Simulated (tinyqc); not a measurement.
Inside a calculation: standing waves and exposure in a photoresist film. Values are carried at full precision from step to step, so a last printed digit may differ when a step is redone from the rounded ones.

Normal incidence from air. Unexposed resist: N1 = n1 + i k1 with k1 = (A + B) lam/(4 pi), lam in micrometres. r01 = (1 - N1)/(1 + N1), t01 = 2/(1 + N1). Below the resist lie the layer Na = na + i ka and the substrate Ns = ns + i ks: r12 = (r1a + ras x)/(1 + r1a ras x), x = exp(4 pi i Na da/lam), r1a = (N1 - Na)/(N1 + Na), ras = (Na - Ns)/(Na + Ns). With p = exp(2 pi i N1 d/lam), the field at depth z is E(z) = t01 [exp(2 pi i N1 z/lam) + r12 p^2 exp(-2 pi i N1 z/lam)]/(1 + r01 r12 p^2), the relative intensity I(z) = n1 |E(z)|^2 and the reflectance R = |(r01 + r12 p^2)/(1 + r01 r12 p^2)|^2.

Values chosen for the exercise (a resist on W, indices near tabulated ones; not measured data): lam = 193 nm (vacuum wavelength); n1 = 1.714 (resist index); A = 0.08 1/micrometre (bleachable absorption (Dill A)); B = 0.54 1/micrometre (fixed absorption (Dill B)); d = 126 nm (resist thickness); ns = 1.3 (substrate n); ks = 2.916 (substrate k); na = 1.873 (n of the bottom antireflection layer); ka = 0.346 (its k); da = 34 nm (its thickness); C = 0.036 cm^2/mJ (exposure rate (Dill C)); D = 30 mJ/cm^2 (incident dose); Ld = 30 nm (diffusion length of the post-exposure bake).

## Interface coefficients

Form N1, r01, t01 and r12.

N1 = 1.71400+0.00952i
r01 = -0.2631-0.0026i
t01 = 0.7369-0.0026i
r12 = -0.1601+0.1518i
|r12|^2 = 0.0487

Next to the bottom the intensity swings by a factor ((1 + |r12|)/(1 - |r12|))^2 = 2.45 between antinode and node; without the layer |r12|^2 would be 0.4885.

## Round trip and reflectance

Form p^2, the denominator and R; the period of the standing wave is lam/(2 n1).

p^2 = 0.0698+0.9222i
1 + r01 r12 p^2 = 1.0394+0.0364i
R = 0.1767
period = 56.30 nm

The film holds 2.24 periods.

## Intensity and exposure over the lowest period

Nine depths from d - period to d. Without bleaching during the exposure the share of unexposed compound is m = exp(-C D I).

Profile:
```
z (nm),I,m
69.7,0.607,0.519
76.7,0.849,0.400
83.8,1.096,0.306
90.8,1.202,0.273
97.8,1.103,0.304
104.9,0.854,0.398
111.9,0.600,0.523
119.0,0.487,0.591
126.0,0.580,0.535
```

I runs from 0.487 to 1.202 on these points, so m runs from 0.273 to 0.591; the least exposed point listed lies 7.0 nm above the bottom.

## Smoothing by the bake

Gaussian diffusion of length Ld multiplies a cosine of period L by exp(-2 pi^2 Ld^2/L^2). Give that factor, and the Ld that leaves 10 %.

factor = 0.00368
Ld for 10 % = 19.23 nm

## Checks

- R against the transfer-matrix product: both 0.17668.

(tinyqc, `OMP_NUM_THREADS=1 python tinyqc.py 1651306 1651307 out.jsonl`, Intel(R) Xeon(R) Processor @ 2.30GHz, 1 thread, shared host, about 0.01 s.)
